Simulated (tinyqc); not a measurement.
# Dose and depth of a threshold implant

Inverse problem. A sheet of D acceptors per cm^2 lies at depth xi inside the depleted layer of a body doped Na. In the depletion approximation VT = Vfb + f2 + q D/Cox + gamma sqrt(f2 + Vsb - q D xi/(eps0 eps_r)), gamma = sqrt(2 eps0 eps_r q Na)/Cox, Cox = eps0 eox/tox. Find gamma, D and xi.

Values chosen for this exercise; band and dielectric values close to those of silicon: relative permittivity eps_r = 11.6; acceptor density deep in the body Na = 2.5e16 cm^-3; relative permittivity of the gate insulator (close to silicon dioxide) eox = 3.9; insulator thickness tox = 1.9 nm; flat-band voltage Vfb = -0.31 V; band bending 2 phiF at threshold f2 = 0.85 V.

Constants: q = 1.602176634e-19 C, eps0 = 8.8541878128e-14 F/cm where lengths are in cm. Results are converted to the units shown.

VT against the source at Vsb = 0 and 1.2 V (V): 0.65515206  0.68210194

Solution. With y^2 = f2 - q D xi/(eps0 eps_r) and d the difference of the thresholds over gamma, sqrt(y^2 + Vsb) - y = d gives y = (Vsb - d^2)/(2 d). The first threshold then gives D, and y^2 gives xi.

gamma = 0.0499 V^0.5
D = 8.30e11 cm^-2
xi = 11.0 nm

Program tinyqc, `OMP_NUM_THREADS=1 python tinyqc.py 2080055 2080056 out.jsonl`; Intel Xeon 2.30GHz, shared host, one thread, about 0.4 s.
